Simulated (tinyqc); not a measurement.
RKS/LDA (VWN5) in the 6-31g basis, for H3-, spin multiplicity 1, step by step. The basis has no diffuse functions, so it cannot describe the extra electron: this is an exercise in the method, not the real anion. One step of it, computed by the program tinyqc.

Task: Iteration 2: diagonalisation and new density. Diagonalise F' = X^T F X, C = X C', fill 2 alpha and 2 beta electrons from the bottom; D = 2 C_occ C_occ^T. Each column has its largest component positive (the first on a tie).

Kohn-Sham matrix F (hartree):
```
,1H 1s,1H 2s,2H 1s,2H 2s,3H 1s,3H 2s
1H 1s,0.405075,-0.105730,-0.182395,-0.139690,-0.200197,-0.143677
1H 2s,-0.105730,0.066819,-0.139690,-0.010653,-0.174973,-0.027056
2H 1s,-0.182395,-0.139690,0.405075,-0.105730,-0.200197,-0.143677
2H 2s,-0.139690,-0.010653,-0.105730,0.066819,-0.174973,-0.027056
3H 1s,-0.200197,-0.174973,-0.200197,-0.174973,0.258125,-0.171385
3H 2s,-0.143677,-0.027056,-0.143677,-0.027056,-0.171385,0.020990
```

X:
```
,1H 1s,1H 2s,2H 1s,2H 2s,3H 1s,3H 2s
1H 1s,1.272987,-0.507874,-0.083186,0.034793,-0.083391,0.034825
1H 2s,-0.507874,2.000136,0.034793,-0.578413,0.034850,-0.579002
2H 1s,-0.083186,0.034793,1.272987,-0.507874,-0.083391,0.034825
2H 2s,0.034793,-0.578413,-0.507874,2.000136,0.034850,-0.579002
3H 1s,-0.083391,0.034850,-0.083391,0.034850,1.273028,-0.507889
3H 2s,0.034825,-0.579002,0.034825,-0.579002,-0.507889,2.000632
```

Give: F' = X^T F X; orbital energies; coefficients C; D after iteration 2.

Result:

F' = X^T F X (hartree):
```
,1,2,3,4,5,6
1,0.8464,-0.4322,-0.2069,-0.0202,-0.2040,-0.0107
2,-0.4322,0.5126,-0.0202,-0.0804,-0.0314,-0.0890
3,-0.2069,-0.0202,0.8464,-0.4322,-0.2040,-0.0107
4,-0.0202,-0.0804,-0.4322,0.5126,-0.0314,-0.0890
5,-0.2040,-0.0314,-0.2040,-0.0314,0.6830,-0.4340
6,-0.0107,-0.0890,-0.0107,-0.0890,-0.4340,0.4505
```

orbital energies (hartree): MO1 -0.1313, MO2 0.3037, MO3 0.3513, MO4 0.8185, MO5 1.2143, MO6 1.2951

coefficients C:
```
,MO1,MO2,MO3,MO4,MO5,MO6
1H 1s,0.2194,-0.1405,0.1544,0.5484,0.6777,-1.0213
1H 2s,0.1224,-0.7825,1.3783,-0.4132,-0.8130,1.2538
2H 1s,0.2194,-0.1405,-0.1544,0.5484,0.6777,1.0213
2H 2s,0.1224,-0.7825,-1.3783,-0.4132,-0.8130,-1.2538
3H 1s,0.3151,0.1853,0.0000,0.7965,-1.0615,0.0000
3H 2s,0.2958,1.5168,0.0000,-0.7137,1.4268,0.0000
```

D after iteration 2:
```
,1H 1s,1H 2s,2H 1s,2H 2s,3H 1s,3H 2s
1H 1s,0.1357,0.2736,0.1357,0.2736,0.0862,-0.2964
1H 2s,0.2736,1.2546,0.2736,1.2546,-0.2128,-2.3015
2H 1s,0.1357,0.2736,0.1357,0.2736,0.0862,-0.2964
2H 2s,0.2736,1.2546,0.2736,1.2546,-0.2128,-2.3015
3H 1s,0.0862,-0.2128,0.0862,-0.2128,0.2672,0.7484
3H 2s,-0.2964,-2.3015,-0.2964,-2.3015,0.7484,4.7767
```
